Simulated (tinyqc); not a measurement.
# Tunnelling through a gate dielectric, WKB transmission and Tsu-Esaki current: current against voltage

Electrons leave the emitter at x = 0. Energies E (motion across the layers) are in eV from the emitter Fermi level; the collector Fermi level lies at -V and offers states at every E. No charge in the dielectric and no image force: F1 = V/t1, U = phi1 - F1 x. With C = hbar^2/(2 m0), kappa = sqrt(m (U - E)/C) where U > E and 0 elsewhere; T(E) = exp(-S), S = 2 times the integral of kappa over x.

Each layer adds (2/F) sqrt(m/C) [G(u at its left edge) - G(u at its right edge)] to S, with u = U - E (0 where negative) and G(u) = (2/3) u^1.5. J = J0 times the integral of T(E) N(E) dE, N = ln[(1 + exp(-E/Vt))/(1 + exp((-E - V)/Vt))], J0 = q^2 me m0 kB T/(2 pi^2 hbar^3) (times 1e-4 for A/cm^2 per eV), from E = -Ef to far above the barrier (T = 1 there), by quadrature converged to the digits shown. The share over the barrier is that of energies above the highest band edge; 0 means below 1e-6 %.

Parameters, values chosen for the exercise; dielectric values close to those of zirconium oxide: temperature T = 400 K; Fermi energy of the emitter above its band bottom Ef = 2.3 eV; emitter mass in the supply function me = 0.55 m0; barrier of layer 1 above the emitter Fermi level at zero bias phi1 = 1.37 eV; tunnelling mass of layer 1 m1 = 0.25 m0; thickness of layer 1 t1 = 6 nm.

Constants: q = 1.602176634e-19 C, kB = 1.380649e-23 J/K, hbar = 1.054571817e-34 J s, m0 = 9.1093837015e-31 kg, Vt = kB T/q, hbar^2/(2 m0) = 0.0380998212 eV nm^2. Results are converted to the units shown.

Current against voltage:
```
V (V)  S at E = 0   T(E = 0)  J (A/cm^2)  mean E of the current (eV)  share over the barrier (%)
0.2         34.63  9.109e-16    6.389e-8                    -0.06847                      0.0904
0.55        32.08  1.169e-14    8.265e-7                    -0.06079                     7.01e-3
0.9         29.18  2.135e-13    1.481e-5                    0.001241                     3.91e-4
1.25        25.61  7.567e-12    6.708e-4                      0.1085                     8.64e-6
1.6         20.54   1.203e-9     0.07102                     0.05357                           0
1.95        16.85   4.802e-8       2.615                   -0.007257                           0
2.3         14.29   6.239e-7       36.90                    -0.04632                           0
2.65        12.40   4.117e-6       278.3                    -0.07660                           0
3           10.95   1.749e-5        1371                     -0.1024                           0
```

Read the table: what changes, and by how much?

J rises from 6.39e-8 to 1370 A/cm^2, by 3.18 decades a volt between the first two rows and 1.98 between the last two. From V = 1.6 V on (among the rows) a band edge falls below the emitter Fermi level, so electrons at E = 0 no longer cross the full thickness.

Program tinyqc, `OMP_NUM_THREADS=1 python tinyqc.py 2540101 2540102 out.jsonl`; Intel Xeon 2.30GHz, shared host, one thread, about 0.05 s.
